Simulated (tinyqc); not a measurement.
What the anneal budget does: two-dimensional dopant profile at a mask edge: lateral junction, overlap and effective channel length. Computed by tinyqc, a small Python program. Command: `OMP_NUM_THREADS=1 python tinyqc.py 3023244 3023245 out.jsonl lateral walk`. One thread of a shared host (Intel(R) Xeon(R) Processor @ 2.30GHz), about 0.01 s of CPU time with the checks.

Ions enter for y < 0; the mask (spacer, then gate) covers y > 0. x is the depth. The surface reflects dopant during the anneal.

Inputs (values chosen for the exercise, modelled on a source-drain extension in silicon):

| quantity | value | unit |
|---|---|---|
| dose Q | 6.4e+14 | 1/cm^2 |
| projected range R_p | 3.7 | nm |
| vertical straggle | 1.3 | nm |
| lateral straggle | 1.2 | nm |
| anneal budget D t | 7.2e-14 | cm^2 |
| channel doping C_B | 3.5e+17 | 1/cm^3 |
| gate length L_g | 47 | nm |
| offset spacer | 2.9 | nm |

Method:
- Widths s_x^2 = (vertical straggle)^2 + 2 D t, s_y^2 = (lateral straggle)^2 + 2 D t. C(x, y) = V(x) (1/2) erfc(y/(sqrt2 s_y)), V(x) = Q/(sqrt(2 pi) s_x) [exp(-(x - R_p)^2/(2 s_x^2)) + exp(-(x + R_p)^2/(2 s_x^2))]; 1 nm = 1e-7 cm.
- The lateral junction at depth x solves C = C_B: y_j(x) = sqrt2 s_y erfc^-1(2 C_B/V(x)). Overlap under the gate = y_j(0) - spacer; metallurgical channel L_met = L_g - 2 overlap (tails from the two sides are not added).
- x_j solves V(x) = C_B. Budgets are multiples of the given D t (at 0 the mirror term is kept, which overstates V(0) as implanted); those with V(0) not above 2.5 C_B are left out.

Junctions (nm):

| multiple | s_x | s_y | x_j | y_j(0) | y_j/x_j | L_met |
|---|---|---|---|---|---|---|
| 0.0 | 1.300 | 1.200 | 9.102 | 3.081 | 0.33856 | 46.637 |
| 0.1 | 1.769 | 1.697 | 10.919 | 5.205 | 0.47673 | 42.389 |
| 0.3 | 2.452 | 2.400 | 13.505 | 7.864 | 0.58234 | 37.071 |
| 1.0 | 4.011 | 3.980 | 19.242 | 13.288 | 0.69060 | 26.224 |
| 2.0 | 5.522 | 5.499 | 24.637 | 18.178 | 0.73783 | 16.443 |
| 4.0 | 7.700 | 7.684 | 32.245 | 24.915 | 0.77267 | 2.970 |
| 8.0 | 10.812 | 10.800 | 42.916 | 34.140 | 0.79552 | -15.481 |
| 16.0 | 15.235 | 15.226 | 57.855 | 46.723 | 0.80759 | -40.646 |

What does the comparison show, and why?

The ratio y_j/x_j goes from 0.34 to 0.81: as implanted, x_j includes R_p and y_j only the lateral straggle; after long diffusion both scale roughly with sqrt(D t) as long as V(0) stays far above C_B, and the ratio stays below 1 because the edge starts from half the concentration and an erfc falls faster than the Gaussian. L_met is negative in the rows beyond a multiple of 4: source and drain merge.
